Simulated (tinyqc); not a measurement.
Permeation of metal atoms or ions through a thin barrier or dielectric: time lag, field-aided drift and lifetime: one step, computed by the program tinyqc. Command: `OMP_NUM_THREADS=1 python tinyqc.py 3022439 3022440 out.jsonl barrier walk`. One thread of a shared host (Intel(R) Xeon(R) Processor @ 2.30GHz), about 0.01 s of CPU time with the checks.

The film 0 < x < d is empty at first; C = C0 at x = 0 and C = 0 at x = d. dC/dt = D d2C/dx2 - v dC/dx with drift v = D z e V/(k_B T d) (uniform field, no space charge).

Question. Scales. D = D0 exp(-E/(k_B T)); time scale d^2/D; Peclet number P = z V/(k_B T), k_B T in eV; 1 nm = 1e-7 cm. Temperatures in kelvin are T(C) + 273.15.

Inputs (values chosen for the exercise, for a model case: doubly charged vacancies through an oxide):
```
quantity                                 value    unit
thickness d                                 22      nm
prefactor D0                               160  cm^2/s
activation energy E                        1.4      eV
charge number z                              2       -
voltage V (positive drives ions across)  0.036       V
test temperature T                         125       C
```

Constants: k_B = 8.617333262e-05 eV/K.

Give: diffusivity D; time scale d^2/D; Peclet number P.

Answer.

diffusivity D = 3.0404e-16 cm^2/s

time scale d^2/D = 15919 s

Peclet number P = 2.0985

Caution: a prefactor D0 above about 10 cm^2/s is far larger than atomic jumps allow; it only sets the time scale of the exercise.
